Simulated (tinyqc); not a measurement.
From Mott density back to dielectric constant eps: hydrogenic impurity: series, fields, screening, photoionisation and donor-acceptor pairs. Computed by tinyqc, a small Python program. Command: `OMP_NUM_THREADS=1 python tinyqc.py 3015402 3015403 out.jsonl hydrogenic inv`. One thread of a shared host (Intel(R) Xeon(R) Processor @ 2.30GHz), about 0.01 s of CPU time with the checks.

One isotropic, parabolic band. Effective units: Ry* and a*, in which H = -nabla^2 - 2/r.

Inputs (values chosen for the exercise, modelled on GaN): electron mass m = 0.205 m_0; donor density N = 6.9e+17 cm^-3.

Parts treated: electric field and pairs.

Constants: Ry = 13.605693123 eV; a_0 = 0.529177210903 angstrom; h x 1 THz = 4.135667696 meV.

Method. Ry* = Ry m/eps^2, a* = a_0 eps/m; level n is bound by Ry*/n^2; <r> = (3/2) a* in 1s; lines 1s -> np at Ry* (1 - 1/n^2); 1 THz = 4.135667696 meV. Wigner-Seitz radius r_s = (3/(4 pi N))^(1/3); Mott criterion N_c^(1/3) a* = 0.26; overlap of two 1s orbitals at distance d: S = exp(-x)(1 + x + x^2/3), x = d/a*, with d = N^(-1/3).

Problem. A run gave the result below. Find the dielectric constant eps, known to lie between 7.8 and 17.

Mott density = 1.190683e+18 cm^-3

Solution.

Each step takes the trial c = (a f_b - b f_a)/(f_b - f_a), f being the result less the target and a, b, c the logarithms of the listed values; c replaces end b, the old b replaces a if the sign of f changed, and otherwise f_a is halved.

Scan of the range:
```
dielectric constant eps,Mott density (cm^-3)
7.80,2.15325e+18
8.88,1.45928e+18
10.10,9.91777e+17
11.50,6.71869e+17
13.10,4.54532e+17
14.90,3.08901e+17
17.00,2.07985e+17
```

False position (Illinois rule, in the logarithm of the input) inside the bracket:
```
step,end a,end b,trial,Mott density (cm^-3)
1,8.88000,10.1000,9.56169,1.16889e+18
2,8.88000,9.5617,9.46347,1.20567e+18
3,9.56169,9.4635,9.50337,1.19055e+18
4,9.46347,9.5034,9.50300,1.19068e+18
5,9.46347,9.5030,9.50300,1.19068e+18
6,9.50300,9.5030,9.50300,1.19068e+18
```

Mott density falls at every point of a 13-point scan of the range (every second point is shown), so one value fits; it is bracketed by 8.88 and 10.1. The scan shows a pure power law with exponent -3.000, so scaling from any one row also gives the answer directly. Answer: dielectric constant eps = 9.503.
